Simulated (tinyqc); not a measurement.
The solidus: solid solubility of a dopant against its melt (retrograde solidus), clustering and the electrically active fraction. Computed by tinyqc, a small Python program. Command: `OMP_NUM_THREADS=1 python tinyqc.py 3005024 3005025 out.jsonl retro walk`. One thread of a shared host (Intel(R) Xeon(R) Processor @ 2.30GHz), about 0.01 s of CPU time with the checks.

Inputs (values chosen for the exercise, of the order of those of copper in silicon for the solubility): melting point of the host T_m = 1687 K; heat of melting of the host H_f = 50.2 kJ/mol; interaction L of the melt = -11 kJ/mol; enthalpy of transfer from melt to solid H = 1.34 eV; entropy of transfer S = 2.35 k_B; site density N0 = 5e+22 1/cm^3.

Constants: R = 8.314462618 J/(mol K); k_B = 8.617333262e-05 eV/K; e = 1.602176634e-19 C; N_A = 6.02214076e+23 1/mol.

Method. x_l and x_s are atom fractions of the dopant in melt and solid; the solid is dilute. Liquidus of the host: R T ln(1 - x_l) + L x_l^2 = -H_f (1 - T/T_m). Distribution: k = x_s/x_l = exp[L (1 - x_l)^2/(R T)] exp(S/k_B - H/(k_B T)), the first factor being the activity coefficient in the melt. Solubility = x_s N0; at T_m x_l = 0. The largest x_s N0 between 900 K and T_m. For an ideal melt with constant heats the maximum has x_l = H_f/(H + H_f), H in the same units.

largest solubility = 3.34531e+18 1/cm^3

temperature of the maximum = 1527.55 K

Against temperature:
```
T (K)      x_l           k  solubility (1/cm^3)  over the maximum
1000   0.80036  1.7555e-06           7.0250e+16           0.02100
1100   0.72252  6.9344e-06           2.5051e+17           0.07488
1200   0.63501  2.1333e-05           6.7734e+17           0.20247
1300   0.53759  5.3857e-05           1.4476e+18           0.43274
1400   0.42877  1.1558e-04           2.4778e+18           0.74069
1500   0.30514  2.1550e-04           3.2879e+18           0.98284
1580   0.19092  3.2233e-04           3.0769e+18           0.91975
1640   0.09138  4.1066e-04           1.8763e+18           0.56089
1675   0.02484  4.5980e-04           5.7106e+17           0.17070
```

Between the first rows the Arrhenius energy of the solubility is 1.21 eV, against H = 1.34 eV; it shrinks to zero at 1528 K and turns negative beyond. A crystal saturated at the maximum precipitates dopant-rich liquid on cooling and on heating alike. Below a eutectic or compound temperature another phase would set the limit.

Extremes, crossings and ranges named in words are read from the listed rows.
